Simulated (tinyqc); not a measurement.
Small-signal admittance of a forward-biased p+-n diode: one step of the calculation.

Holes injected into a neutral base of width wb with an ohmic contact at its end; low injection, p0 far above the equilibrium density. A small voltage v exp(i w t), w = 2 pi f, modulates the edge density by p0 v/Vt, and the small-signal density obeys Dp d2p/dx2 = (1/tau + i w) p.

Question. Closed-form admittance. L = sqrt(Dp tau); direct current J = (q Dp p0/L) coth(wb/L); k = sqrt(1 + i w tau)/L; diffusion admittance Y = (q Dp p0/Vt) k coth(k wb) = G + i w C_diff; junction capacitance C_j = sqrt(q eps0 eps_r Nd/(2 Vr)) in the depletion approximation, with the remaining barrier Vr = Vt ln(Na/p0), a rough value under forward bias; base-width modulation is left out.

Values chosen for this exercise; permittivity close to that of 4H silicon carbide:
- T = 275 K (temperature)
- eps_r = 9.7 (relative permittivity)
- Nd = 3.2e15 cm^-3 (donor density of the base)
- Dp = 2.2 cm^2/s (hole diffusion coefficient)
- tau = 3e-8 s (hole lifetime)
- wb = 0.26 um (width of the neutral base)
- p0 = 6.1e11 cm^-3 (excess hole density at the junction edge)
- Na = 3e19 cm^-3 (acceptor density of the p+ side)
- f = 1.6e9 Hz (signal frequency)

Constants: q = 1.602176634e-19 C, kB = 1.380649e-23 J/K, Vt = kB T/q, eps0 = 8.8541878128e-14 F/cm where lengths are in cm. Results are converted to the units shown.

Wanted: L; J; k wb; Y; C_diff; C_j.

Answer.

L = 2.5690 um
J = 0.0082979 A/cm^2
k wb = 1.2448+1.2407i
Y = 0.41784+0.33905i S/cm^2
C_diff = 3.3726e-5 uF/cm^2
C_j = 0.022903 uF/cm^2

G is 1.19 times its low-frequency value J/Vt, and C_diff is 0.00147 times C_j.

tinyqc, about 0.01 s, one thread, Intel Xeon 2.30GHz (shared host): `OMP_NUM_THREADS=1 python tinyqc.py 2890153 2890154 out.jsonl`
